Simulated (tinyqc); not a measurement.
Electroplating on a thin resistive seed layer: kinetics, Wagner number and the terminal effect across a wafer: one step, computed by the program tinyqc. Command: `OMP_NUM_THREADS=1 python tinyqc.py 3121324 3121325 out.jsonl terminal walk`. One thread of a shared host (Intel(R) Xeon(R) Processor @ 2.30GHz), about 0.02 s of CPU time with the checks.

Current enters the seed at the rim. The bath is treated as a local resistance per area (no lateral flow in the liquid), two electrons per ion, molar volume 7.11 cm^3/mol, Faraday constant F = e N_A, kinematic viscosity 0.01 cm^2/s, omega = 2 pi x rpm/60; k_B T/e is in volts.

Problem. Rate, limit and resistances. Growth rate = i V_m/(2 F). Levich limit i_L = 0.62 x 2 F D^(2/3) omega^(1/2) nu^(-1/6) c. Tafel overpotential eta = (k_B T/(alpha e)) ln(i/i_0); kinetic resistance k_B T/(alpha e i); bath resistance h/kappa + plate; R_s = resistivity/t; Wagner number = kinetic resistance x kappa/R.

Inputs (values chosen for the exercise, of the order of those for copper plating on a thin cobalt or ruthenium seed):
```
quantity                               value         unit
wafer radius R                           7.5           cm
seed thickness t                         9.5           nm
seed resistivity                          16  microohm cm
bath conductivity kappa                0.042         S/cm
gap to the anode h                       2.7           cm
extra resistance of a porous plate         0     ohm cm^2
exchange current density i_0           0.021      mA/cm^2
cathodic transfer coefficient alpha     0.44            -
mean current density                     6.4      mA/cm^2
diffusivity of the metal ion         6.5e-06       cm^2/s
metal ion concentration                 0.29        mol/L
rotation rate                             30          rpm
temperature T                            298            K
```

Constants: e = 1.602176634e-19 C; N_A = 6.02214076e+23 1/mol; k_B = 8.617333262e-05 eV/K.

Give: growth rate; limiting current i_L; overpotential; kinetic resistance; bath resistance R_b; sheet resistance R_s; Wagner number.

Solution.

growth rate = 141.5 nm/min

limiting current i_L = 46.15 mA/cm^2

overpotential = 333.8 mV

kinetic resistance = 9.119 ohm cm^2

bath resistance R_b = 64.29 ohm cm^2

sheet resistance R_s = 16.84 ohm/square

Wagner number = 0.05107
